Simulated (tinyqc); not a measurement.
From wire to sheet: nanosheet or nanowire with hard walls, valleys of the Ge type.

Four ellipsoidal valleys along <111>: inverse mass tensor w = 1/mt + (1/ml - 1/mt) a a^T with a the unit axis. Device axes: x along the channel, z = [001], y = z x x. The Gamma and Delta valleys are left out; the heavy Delta valleys, about 0.18 eV up, lie lowest once the L levels pass about 0.2 eV.

Hard walls around a W x H rectangle. The block w_c of w in (y, z) confines; the transport mass follows from 1/m_x = w_xx - w_xc w_c^-1 w_cx. The cross-section problem c (w_yy ky^2 + 2 w_yz ky kz + w_zz kz^2), c = hbar^2/2m0, is solved in products sin(n pi y/W) sin(l pi z/H), n, l = 1 to 12; if w_yz = 0 the levels are c pi^2 (w_yy n^2/W^2 + w_zz l^2/H^2). The w_yz term couples (n, l) to (n', l') by -2 c w_yz D_nn'(W) D_ll'(H) with D_nm(L) = 4 n m/(L (n^2 - m^2)) for n + m odd and 0 otherwise.

Without degeneracy the line density is N1 exp((EF - Ec)/kB T) with N1 = sum 2 g sqrt(m_x kB T/(4 pi c)) exp(-E/kB T), here over n, l up to 80 where w_yz = 0 and over all levels of a 12 x 12 sine basis otherwise; the classical value is W H Nc with Nc = 2 g_all (m_dos kB T/(4 pi c))^(3/2), m_dos = (ml mt^2)^(1/3); dVt = kB T ln(W H Nc/N1).

Constants: hbar^2/2m0 = 3.80998211 eV angstrom^2; kB = 8.617333262e-05 eV/K.

Values chosen for the exercise (near those of Ge; not measured data):
```
symbol   value                           unit      meaning
ml       1.568                           m0        longitudinal mass
mt       0.082                           m0        transverse mass
T        350                             K         temperature
g_all    4                                         number of valleys
channel  110                                       transport direction x on a (001) wafer
H        32                              angstrom  height, along z = [001]
Ws       (30, 40, 50, 65, 85, 110, 140)  angstrom  widths
```

Valleys:
```
group  valleys g      w_yy     w_zz   |w_yz|  m_x (m0)
A              2   4.49021  8.34267  5.44819   0.08200
B              2  12.19512  8.34267  0.00000   1.07267
```

Lowest level of each group (groups ordered by w_zz, then w_yy) and dVt against the width.

Results:
```
W (angstrom)  A1 (eV)  B1 (eV)  dVt (mV)
30             0.3896   0.8159     364.4
40             0.3448   0.5930     327.4
50             0.3282   0.4898     314.4
65             0.3180   0.4149     303.6
110            0.3099   0.3443     285.9
140            0.3085   0.3298     281.1
```

Give the missing row, W (angstrom) = 85.

Computed row:
```
W (angstrom)  A1 (eV)  B1 (eV)  dVt (mV)
85             0.3127   0.3698     293.4
```

dVt falls from 364 to 281 mV. Group A is lowest at every width, by 426 meV in the narrowest and 21 meV in the widest. At the widest W the lowest level is 0.3085 eV; the film limit c pi^2 w_zz/H^2 of that group is 0.3064 eV.

(tinyqc, `OMP_NUM_THREADS=1 python tinyqc.py 1251161 1251162 out.jsonl`, Intel(R) Xeon(R) Processor @ 2.30GHz, 1 thread, shared host, about 0.1 s.)
